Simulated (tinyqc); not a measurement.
Inputs raised by 5 %, one at a time: dopants and charged point defects at anneal temperature: Fermi-level effect, clustering and pairing. Computed by tinyqc, a small Python program. Command: `OMP_NUM_THREADS=1 python tinyqc.py 3018704 3018705 out.jsonl pairing sens`. One thread of a shared host (Intel(R) Xeon(R) Processor @ 2.30GHz), about 0.01 s of CPU time with the checks.

Boltzmann statistics and full ionisation of active dopants. Energies are counted from the valence band; the defect (a vacancy or self-interstitial) has five charge states, with all degeneracy factors one.

Inputs (values chosen for the exercise, with bands modelled on GaAs):
```
quantity,value,unit
gap at 0 K E_g0,1.51,eV
Varshni alpha,0.00052,eV/K
Varshni beta,210,K
electron mass m_e,0.0657,m_0
valleys M_c,1,-
hole mass m_h,0.516,m_0
anneal temperature T,970,K
total dopant density N,1.1e+20,cm^-3
formation enthalpy of the neutral defect H_f,2.46,eV
formation entropy S_f,3.5,k_B
site density N_s,3.9e+22,cm^-3
pair binding energy E_b,0.67,eV
pair configurations Z,1,-
storage temperature T_2,450,K
impurity diffusion prefactor D_0,0.0028,cm^2/s
impurity migration energy E_m,0.81,eV
dielectric constant eps,12.8,-
active dopant density in the stored part N_2,3.9e+16,cm^-3
```

Dopant: acceptor. Second part: pairing with a mobile impurity.

defect levels as fractions of E_g(T): (2+/+), (+/0), (0/-), (-/2-): [0.079, 0.094, 0.5, 0.91]

Constants: m_0 = 9.1093837015e-31 kg; k_B = 1.380649e-23 J/K; h = 6.62607015e-34 J s; k_B = 8.617333262e-05 eV/K; e^2/(4 pi eps_0) = 14.39964548 eV angstrom.

Method:
- E_g = E_g0 - alpha T^2/(T + beta).
- N_c = 2 M_c (2 pi m_e k_B T/h^2)^(3/2) and N_v = 2 (2 pi m_h k_B T/h^2)^(3/2), masses in units of m_0.
- n_i = sqrt(N_c N_v) exp(-E_g/2 k_B T); E_i = E_g/2 + (k_B T/2) ln(N_v/N_c).
- No clustering: A = N.
- p = A/2 + sqrt(A^2/4 + n_i^2) for an active density A.
- chi = n/n_i (for acceptors n_i/p); E_F = E_i + k_B T ln chi; field enhancement h = 1 + A/sqrt(A^2 + 4 n_i^2).
- C_0 = N_s exp(S_f/k_B) exp(-H_f/k_B T). Ratios to the neutral state at E_F = E_i: r_+ = exp((E(+/0) - E_i)/k_B T), r_2+ = r_+ exp((E(2+/+) - E_i)/k_B T), r_- = exp((E_i - E(0/-))/k_B T), r_2- = r_- exp((E_i - E(-/2-))/k_B T); at other E_F state q scales as chi^(-q). The enhancement is sum r_q chi^(-q)/sum r_q. The charge on the defects is left out of neutrality.
- An oppositely charged mobile impurity (density M) pairs with the dopant: pairs/free = Z (N_2/N_s) exp(E_b/k_B T_2) for M << N_2; capture radius R = e^2/(4 pi eps eps_0 k_B T_2); D_m = D_0 exp(-E_m/k_B T_2); association rate 4 pi R D_m N_2; dissociation rate = association rate/(pairs/free); tau = 1/(sum of both).
- Trapping slows long-range motion to D_m/(1 + pairs/free).

Runs:
```
input moved,from,to,active density A (cm^-3),enhancement over intrinsic,pairing time constant (s),paired share
base run,-,-,1.1000e+20,8.2667,2.8721,0.96960
total dopant density N (cm^-3),1.1e+20,1.155e+20,1.1550e+20,9.0332,2.8721,0.96960
pair binding energy E_b (eV),0.67,0.7035,1.1000e+20,8.2667,2.9235,0.98695
formation enthalpy of the neutral defect H_f (eV),2.46,2.583,1.1000e+20,8.2667,2.8721,0.96960
gap at 0 K E_g0 (eV),1.51,1.5855,1.1000e+20,9.5916,2.8721,0.96960
active dopant density in the stored part N_2 (cm^-3),3.9e+16,4.095e+16,1.1000e+20,8.2667,2.7393,0.97100
impurity migration energy E_m (eV),0.81,0.8505,1.1000e+20,8.2667,8.1617,0.96960
storage temperature T_2 (K),450,472.5,1.1000e+20,8.2667,1.0737,0.93337
```

Exponents ln(y'/y) / ln(x'/x):
```
input,active density A,enhancement over intrinsic,pairing time constant,paired share
total dopant density N,1,1.817,0.000,0.000
pair binding energy E_b,0,0.000,0.364,0.364
formation enthalpy of the neutral defect H_f,0,0.000,0.000,0.000
gap at 0 K E_g0,0,3.047,0.000,0.000
active dopant density in the stored part N_2,0,0.000,-0.970,0.030
impurity migration energy E_m,0,0.000,21.406,0.000
storage temperature T_2,0,0.000,-20.167,-0.781
```

Among the inputs moved here: active density A answers most in size to total dopant density N (exponent +1.000); its exponent is below 0.0005 for pair binding energy E_b, formation enthalpy of the neutral defect H_f, gap at 0 K E_g0, active dopant density in the stored part N_2, impurity migration energy E_m, storage temperature T_2. Its exponent +1.000 in total dopant density N: no clustering. Enhancement over intrinsic answers most in size to gap at 0 K E_g0 (exponent +3.047), next to total dopant density N (+1.817); its exponent is below 0.0005 for pair binding energy E_b, formation enthalpy of the neutral defect H_f, active dopant density in the stored part N_2, impurity migration energy E_m, storage temperature T_2. Pairing time constant answers most in size to impurity migration energy E_m (exponent +21.406), next to storage temperature T_2 (-20.167); its exponent is below 0.0005 for total dopant density N, formation enthalpy of the neutral defect H_f, gap at 0 K E_g0. Its exponent -0.970 in active dopant density in the stored part N_2: association is diffusion-limited, rate 4 pi R D N_2. Paired share answers most in size to storage temperature T_2 (exponent -0.781), next to pair binding energy E_b (+0.364); its exponent is below 0.0005 for total dopant density N, formation enthalpy of the neutral defect H_f, gap at 0 K E_g0, impurity migration energy E_m.

Caution (all rows): the carrier density exceeds the effective density of states, where Boltzmann statistics understate the shift of E_F and so the density of charged defects (gap narrowing, also left out, works the other way).
